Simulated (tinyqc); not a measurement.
Rise against time: self-heating of a transistor with one or more fingers, with temperature-dependent conductivity. Computed by tinyqc, a small Python program. Command: `OMP_NUM_THREADS=1 python tinyqc.py 3016386 3016387 out.jsonl selfheat walk`. One thread of a shared host (Intel(R) Xeon(R) Processor @ 2.30GHz), about 0.06 s of CPU time with the checks.

N long parallel fingers lie on the top face of a slab whose bottom is held at T_0; the top is otherwise insulated, and heat flows in two dimensions. P in W/mm is 1000 P in W/m.

Inputs (values chosen for the exercise, modelled on silicon carbide):

| quantity | value | unit |
|---|---|---|
| conductivity at the base temperature kappa_0 | 398 | W/(m K) |
| power per gate width P | 12 | W/mm |
| fingers N | 6 | - |
| finger pitch s | 30 | micrometre |
| width of the heat source w | 0.34 | micrometre |
| substrate thickness t | 65 | micrometre |
| heat capacity C | 2.27 | 1e6 J/(m^3 K) |
| pulse length | 0.14 | microsecond |

Power: fixed power.

Method:
- A line source of power P on the top face raises the top at distance x by (P/(pi kappa_0)) g(x), g(x) = -ln tanh(pi x/(4 t)) (the image sum for the slab). On a strip of width w the centre sees the mean of g over the strip, g_0 = 1 + ln(8 t/(pi w)) for w much below t.
- theta_i = (P/(pi kappa_0)) [g_0 + sum over j != i of g(|i - j| s)], with equal powers and constant conductivity; thermal resistance = largest theta/P.
- After switching on, theta(tau) = (P D/kappa_0) int_0^tau X(u) Z(u) du at the hottest finger, D = kappa_0/C; X = sum over fingers at distance x of [erf((x + w/2)/r) - erf((x - w/2)/r)]/(2 w), Z = sum_(j=-200..200) (-1)^j exp(-(2 j t/r)^2)/sqrt(pi D u), r = 2 sqrt(D u); trapezoid rule on 300 points evenly spaced in ln u from u_0 = 1e-3 min(tau, w^2/D) to tau, plus the exact piece 2 sqrt(u_0/(pi D))/w below u_0. Conductivity and power are held at their base values here, and Fourier's law is used even where the diffusion length is near a phonon free path.

diffusivity D = 175.330 micrometre^2/microsecond

theta of each finger (K): 87.478  97.114  100.644  100.644  97.114  87.478

largest theta = 100.644 K

Heating curve:

| time (microsecond) | sqrt(D time) (micrometre) | rise (K) | share of the steady rise |
|---|---|---|---|
| 2.40e-05 | 0.064869 | 6.426 | 0.06385 |
| 2.40e-04 | 0.20513 | 15.55 | 0.1545 |
| 0.0024 | 0.64869 | 26.359 | 0.2619 |
| 0.024 | 2.0513 | 37.384 | 0.3714 |
| 0.24 | 6.4869 | 48.438 | 0.4813 |
| 1.2 | 14.505 | 58.057 | 0.5769 |
| 4.8 | 29.010 | 74.311 | 0.7383 |
| 14 | 49.544 | 91.964 | 0.9138 |
| 36 | 79.447 | 99.944 | 0.993 |

What follows from these numbers?

Half the steady rise is reached between 0.24 and 1.2 microseconds, and the last row holds 99.3 % of it; the slowest time constant is 4 t^2/(pi^2 D) = 9.77 microseconds. While the diffusion length lies between w and the pitch or thickness, the rise grows as the logarithm of time; once it nears the pitch of 30 micrometre the neighbours add their heat.

Extremes, crossings and ranges named in words are read from the listed rows.
